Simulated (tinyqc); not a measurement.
# From ratio R back to emission angle from the normal

Model: X-ray photoelectron analysis of a thin oxide on a semiconductor: attenuation lengths, thickness, angle series and band offsets. Computed by tinyqc, a small Python program. Command: `OMP_NUM_THREADS=1 python tinyqc.py 3110629 3110630 out.jsonl xps inv`. One thread of a shared host (Intel(R) Xeon(R) Processor @ 2.30GHz), about 0.01 s of CPU time with the checks.

The same element is seen in the oxide and in the substrate, at nearly the same kinetic energy; films are flat and uniform, and the work function is ignored.

Inputs (values chosen for the exercise, modelled on SiO2 on silicon):
```
quantity                                          value    unit
photon energy                                      2000      eV
binding energy of the core level                   99.4      eV
oxide density                                      2.26  g/cm^3
oxide formula mass                                60.08   g/mol
valence electrons per oxide formula                  16       -
oxide gap                                          9.06      eV
substrate density                                  2.33  g/cm^3
substrate formula mass                            28.09   g/mol
valence electrons per substrate formula               4       -
substrate gap                                      1.12      eV
oxide thickness d                                   1.8      nm
attenuation length over inelastic mean free path   0.93       -
carbon overlayer                                   0.65      nm
```

Method:
- TPP-2M: lambda = E/(E_p^2 [b ln(c E) - C/E + D/E^2]) in angstrom, E_p = 28.8 sqrt(N_v rho/M), b = -0.10 + 0.944/sqrt(E_p^2 + E_g^2) + 0.069 rho^0.1, c = 0.191/sqrt(rho), U = N_v rho/M, C = 1.97 - 0.91 U, D = 53.4 - 20.8 U, with E = photon energy less binding energy in eV.
- Attenuation length L = factor x lambda.
- R_0 = (rho_o/M_o) L_o/((rho_s/M_s) L_s); peak ratio R = I_ox/I_sub = R_0 [exp(d/(L_o cos theta)) - 1]; hence d = L_o cos theta ln(1 + R/R_0). A carbon layer weakens both peaks alike, by exp(-d_C/(L_o cos theta)) if its L is taken equal to L_o. This R_0 leaves out intrinsic losses from the substrate peak, so calibrated values can be larger.

Question. A run gave the result below. Find the emission angle from the normal, known to lie between 40 and 69 degrees.

ratio R = 0.5261114

Answer.

Each step takes the trial c = (a f_b - b f_a)/(f_b - f_a), f being the result less the target and a, b, c the logarithms of the listed values; c replaces end b, the old b replaces a if the sign of f changed, and otherwise f_a is halved.

Scan of the range:
```
emission angle from the normal (degrees)  ratio R
40.0                                      0.37455
43.8                                      0.40428
48.0                                      0.44625
52.5                                      0.50624
57.5                                      0.60120
63.0                                      0.76671
69.0                                      1.10815
```

False position (Illinois rule, in the logarithm of the input) inside the bracket:
```
step    end a    end b    trial   ratio R
1     52.5000  57.5000  53.5090  0.522544
2     57.5000  53.5090  53.6839  0.525497
3     57.5000  53.6839  53.7433  0.526509
4     53.6839  53.7433  53.7200  0.526111
5     53.7433  53.7200  53.7200  0.526111
6     53.7433  53.7200  53.7200  0.526111
7     53.7200  53.7200  53.7200  0.526111
```

Ratio R rises at every point of a 13-point scan of the range (every second point is shown), so one value fits; it is bracketed by 52.5 and 57.5. Answer: emission angle from the normal = 53.72 degrees.
